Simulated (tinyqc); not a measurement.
Inside a calculation. Model: effective-mass impurity with a central-cell term, in a basis of Slater functions. Computed by tinyqc, a small Python program that keeps every step. Command: `OMP_NUM_THREADS=1 python tinyqc.py 3019044 3019045 out.jsonl centralcell walk`. One thread of a shared host (Intel(R) Xeon(R) Processor @ 2.30GHz), about 0.01 s of CPU time with the checks. Intermediate numbers are printed to about 6 digits and carried at full precision; extremes and crossings named in words are read from the listed rows.

The envelope obeys H = -nabla^2 - (2/r) [Z + A exp(-kappa r)] in effective units, with kappa = a*/lambda; positive A deepens the well near the core.

Inputs (values chosen for the exercise, with mass and screening modelled on AlN): effective mass m = 0.322 m_0; dielectric constant eps = 8.34; charge Z of the core = 1; central-cell strength A = 4.2; central-cell range lambda = 1.1 angstrom; basis size n = 3; smallest exponent zeta_1 = 0.34 1/a*; ratio beta of exponents = 2.5.

Impurity: donor, one isotropic band.

Constants: Ry = 13.605693123 eV; a_0 = 0.529177210903 angstrom.

## Effective units

Units: Ry* = Ry m/eps^2 and a* = a_0 eps/m, with m in m_0. kappa = a*/lambda; the hydrogenic ground state is bound by Z^2 Ry*.

Ry* = 62.9861 meV

a* = 13.7060 angstrom

kappa = 12.4600 1/a*

hydrogenic binding energy = 62.9861 meV

## Matrices over the s basis

zeta_i = zeta_1 beta^(i-1), i = 1..n. For s functions exp(-zeta r), with s = zeta_i + zeta_j: S = 2/s^3, T = zeta_i zeta_j S, V = -2 Z/s^2, W = -2 A/(s + kappa)^2; each function is normalised by dividing by sqrt(S_ii S_jj).

exponents (1/a*): [0.34, 0.85, 2.125]

overlap S:
```
[[1.00000, 0.73756, 0.32802],
 [0.73756, 1.00000, 0.73756],
 [0.32802, 0.73756, 1.00000]]
```

kinetic T (Ry*):
```
[[0.1156, 0.213154, 0.236992],
 [0.213154, 0.7225, 1.33221],
 [0.236992, 1.33221, 4.515625]]
```

Coulomb V (Ry*):
```
[[-0.68, -0.877693, -0.808561],
 [-0.877693, -1.7, -2.19423],
 [-0.808561, -2.19423, -4.25]]
```

central cell W (Ry*):
```
[[-0.00764864, -0.0280169, -0.0926331],
 [-0.0280169, -0.102913, -0.342367],
 [-0.0926331, -0.342367, -1.15468]]
```

## Generalised eigenproblem

(T + V + W) c = E S c with c^T S c = 1 and the largest component positive.

two lowest levels (Ry*): [-1.27379, -0.27739]

coefficients of the lowest state: [-0.100645, 0.708285, 0.423223]

<T> = 1.92057 Ry*

<W> = -0.451900 Ry*

## Converged levels

Large basis: zeta_i = 0.06 x 1.6^(i-1), i = 1..22, same formulas; for p functions r exp(-zeta r): S = 24/s^5, T = zeta_i zeta_j S (centrifugal term included), V = -12 Z/s^4, W = -12 A/(s + kappa)^4; overlap eigenvalues below 1e-11 are dropped. Binding energies are -E Ry*; the effective quantum number is nu = Z/sqrt(-E); |psi(0)|^2 is given relative to the hydrogenic Z^3/(pi a*^3).

1s binding energy = 83.5935 meV

2s binding energy = 17.9854 meV

2p binding energy = 15.7504 meV

effective quantum number of 1s = 0.868033

relative |psi(0)|^2 = 7.79910

The central cell moves 1s by +20.607 meV, 2s by +2.239 meV and 2p by +0.0039 meV: p states vanish at the core, so the 2p level gives the hydrogenic scale and 1s the chemical shift. The small basis lies 3.4 meV above the converged 1s level. Caution: the density at the core is many times hydrogenic, so the result hangs on the model potential inside one cell, where the envelope picture is weak.

## Chemical shift by three methods

First order: shift = 8 A Z^3/(2 Z + kappa)^2 Ry*. One exponent: minimise zeta^2 - 2 Z zeta - 8 A zeta^3/(2 zeta + kappa)^2 by golden section on 0.2 to 6 Z. All shifts are the binding beyond Z^2 Ry*.

Shift of the 1s binding energy (meV):
```
A      first order  one exponent  large basis
-4.20     -10.1215       -7.8854      -6.6777
-2.10      -5.0608       -4.4199      -4.0193
0.42        1.0122        1.0434       1.0676
1.05        2.5304        2.7376       2.9076
2.10        5.0608        5.9829       6.8272
4.20       10.1215       14.9408      20.6074
5.25       12.6519       21.6430      33.7030
```

The three columns are ordered, first order <= one exponent <= large basis, since each is a variational bound with more freedom. At the largest attractive A first order gives 38 % and one exponent 64 % of the shift; at the most repulsive A the true shift is -6.678 meV against -10.122. Attraction pulls the envelope in and feeds itself, repulsion pushes it out and saturates.

## Convergence with the basis

The error is the lowest level above the large-basis value.

Error of the 1s level:
```
n  error (meV)  largest exponent (1/a*)
1      47.5624              3.40000e-01
2      13.6801              8.50000e-01
3       3.3627              2.12500e+00
4       1.5558              5.31250e+00
5       0.5076              1.32812e+01
6       0.4821              3.32031e+01
7       0.4728              8.30078e+01
8       0.4697              2.07520e+02
```

The error falls from 47.6 to 0.470 meV. The last function changes it by less than 5 %: it has levelled off, and what remains is set by beta and zeta_1, not by the range of exponents.

Checks made by the program: the large basis at A = 0 against Z^2, Z^2/4 and Z^2/4 (relative difference 5e-06).
